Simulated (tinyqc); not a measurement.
Landau-Devonshire theory of a uniaxial ferroelectric: one step, computed by the program tinyqc.

G(P) = (alpha/2) P^2 + (beta*/4) P^4 + (gamma/6) P^6 - E P per volume, SI units, one domain, P along the polar axis, which is normal to the film.

Problem. The 180-degree wall. With the term (g/2) (dP/dx)^2, (g/2) P'^2 = G(P) - G(Ps) across the wall: energy = int_(-Ps)^(Ps) sqrt(2 g [G(P) - G(Ps)]) dP (40 Gauss-Legendre points); width = 2 Ps over the slope at P = 0, sqrt(2 |G(Ps)|/g). Elastic coupling inside the wall is left out.

Inputs (values chosen for the exercise, modelled on barium titanate):
```
quantity                       value       unit
Curie-Weiss temperature T0       381          K
gamma                       1.61e+10  J m^9/C^6
temperature T                    324          K
gradient coefficient g       2.5e-10  J m^3/C^2
```

Sample: epitaxial film.

spontaneous polarisation Ps = 34.91207 microcoulomb/cm^2

alpha = -3.021619e+08 J m/C^2

beta* = 5.167143e+08 J m^5/C^4

well depth G(Ps) = -11.63667 MJ/m^3

Give: wall energy; wall width.

Solution.

wall energy = 36.93 mJ/m^2

wall width = 2.288 nm

Caution: far below T0* the expansion with linear alpha(T) is only a fit.
